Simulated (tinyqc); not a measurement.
## Fermi-level pinning at a metal contact (Cowley-Sze model): unpinning by a thin insulator

Interface states of density Ds lie behind a thin layer of thickness dl. Neglecting the depletion charge, the barrier for electrons is phi = S (pM - chi) + (1 - S) E0 with S = 1/(1 + q Ds dl/(eps0 ei)); the barrier for holes is Eg - phi.

An inserted insulator of thickness t and permittivity 5.8 damps the metal-induced states, Ds(t) = Ds exp(-t/0.57 nm), and adds t/5.8 to dl/ei.

Values chosen for this exercise; material values those of a made-up semiconductor: band gap Eg = 1.24 eV; electron affinity chi = 4.34 eV; density of interface states Ds = 9.7e12 cm^-2 eV^-1; depth of their neutrality level below the conduction edge E0 = 1.05 eV; thickness of the interface layer dl = 0.44 nm; its relative permittivity ei = 2.1; metal work function pM = 4.39 eV.

Constants: q = 1.602176634e-19 C, eps0 = 8.8541878128e-14 F/cm where lengths are in cm. Results are converted to the units shown.

Unpinning by a thin insulator:

| t (nm) | Ds(t) (cm^-2 eV^-1) | S | phi (eV) |
|---|---|---|---|
| 0 | 9.7000e12 | 0.73112 | 0.31888 |
| 0.3 | 5.7305e12 | 0.78684 | 0.26316 |
| 0.6 | 3.3855e12 | 0.83912 | 0.21088 |
| 0.9 | 2.0001e12 | 0.88340 | 0.16660 |
| 1.2 | 1.1816e12 | 0.91824 | 0.13176 |
| 1.5 | 6.9806e11 | 0.94417 | 0.10583 |
| 1.8 | 4.1240e11 | 0.96265 | 0.087346 |
| 2.1 | 2.4363e11 | 0.97542 | 0.074580 |
| 2.4 | 1.4393e11 | 0.98403 | 0.065975 |

What does the table show?

S rises from 0.731 to 0.984, and phi falls from 0.319 to 0.0660 eV, towards pM - chi = 0.0500 eV. The insulator also adds a tunnelling resistance, which is not counted here and sets a best thickness.

Numbers from tinyqc (`OMP_NUM_THREADS=1 python tinyqc.py 2430125 2430126 out.jsonl`; about 0.01 s on one thread of a shared Intel Xeon 2.30GHz).
